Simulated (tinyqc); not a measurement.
Thermal, flicker and telegraph noise of a field-effect transistor: one step, computed by the program tinyqc.

Strong inversion, threshold roll-off and channel-length modulation left out; noise sources are uncorrelated and are given as one-sided spectral densities.

Problem. Operating point. C_ox = 3.9 eps_0/t; V_c = 2 v_s L/mu; I = W C_ox v_s V_ov^2/(V_ov + V_c); g_m = W C_ox v_s V_ov (V_ov + 2 V_c)/(V_ov + V_c)^2; g_d0 = mu C_ox (W/L) V_ov.

Inputs (values chosen for the exercise, modelled on a silicon n-channel): width W = 3.1 micrometre; length L = 600 nm; electrical oxide thickness t = 3.5 nm; mobility mu = 140 cm^2/(V s); saturation velocity v_s = 0.78 1e7 cm/s; overdrive V_ov = 0.54 V.

Operating region: saturation. Flicker model: number with correlated mobility.

Constants: eps_0 = 8.8541878128e-12 F/m.

Give: C_ox; drain current I; g_m; g_d0.

Solution.

C_ox = 0.98661 microfarad/cm^2

drain current I = 96.274 microampere

g_m = 343.25 microsiemens

g_d0 = 385.37 microsiemens
